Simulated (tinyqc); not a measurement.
# Trap density from the barrier height

Inverse problem. In a partly depleted grain with all boundary traps filled, 2 N W = Qt and VB = q N W^2/(2 eps0 eps_r). Find Qt, W and the doping at which VB would equal Vt.

Parameters, values chosen for the exercise:
```
symbol,value,unit,meaning
T,300,K,temperature
eps_r,11.7,,relative permittivity
```

Constants: q = 1.602176634e-19 C, kB = 1.380649e-23 J/K, Vt = kB T/q, eps0 = 8.8541878128e-14 F/cm where lengths are in cm. Results are converted to the units shown.

doping = 5e17 cm^-3
barrier height = 0.13957994 V

Answer. Eliminating W gives VB = q Qt^2/(8 eps0 eps_r N), which falls as 1/N.

Qt = 1.90e12 cm^-2
W = 19.0 nm
doping for VB = Vt = 2.70e18 cm^-3

tinyqc, about 0.01 s, one thread, Intel Xeon 2.30GHz (shared host): `OMP_NUM_THREADS=1 python tinyqc.py 2830293 2830294 out.jsonl`
